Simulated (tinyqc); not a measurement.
Grain growth, pinning, strength and diffusional creep of a polycrystal or thin film: one step, computed by the program tinyqc. Command: `OMP_NUM_THREADS=1 python tinyqc.py 3022571 3022572 out.jsonl grain walk`. One thread of a shared host (Intel(R) Xeon(R) Processor @ 2.30GHz), about 0.01 s of CPU time with the checks.

One mean grain size d describes the structure.

Task: Diffusional creep at T_c. Nabarro-Herring rate = 14 sigma Omega D_l/(k_B T d^2), D_l = D0 exp(-Q_l/(k_B T)); Coble rate = 14 pi sigma Omega delta D_b/(k_B T d^3), delta D_b = delta D0b exp(-Q_b/(k_B T)); they are equal at d_x = pi delta D_b/D_l.

Inputs (values chosen for the exercise, for a model solid):

| quantity | value | unit |
|---|---|---|
| atomic volume Omega | 16.96 | angstrom^3 |
| anneal temperature T | 685 | K |
| lattice diffusion energy Q_l | 1.85 | eV |
| boundary diffusion energy Q_b | 0.735 | eV |
| lattice prefactor D0 | 7e-05 | m^2/s |
| boundary prefactor delta D0b | 4.5e-15 | m^3/s |
| applied stress sigma | 26 | MPa |
| service temperature T_c | 476 | K |

grain size d = 371.4233 nm

Constants: k_B = 1.380649e-23 J/K; k_B = 8.617333262e-05 eV/K.

Give: Nabarro-Herring rate; Coble rate; crossover size d_x; time to 1 % strain.

Result:

Nabarro-Herring rate = 1.233e-11 1/s

Coble rate = 0.004281 1/s

crossover size d_x = 1.290e+08 micrometre

time to 1 % strain = 2.336 s

Boundary diffusion carries the creep, by a factor 3.5e8.
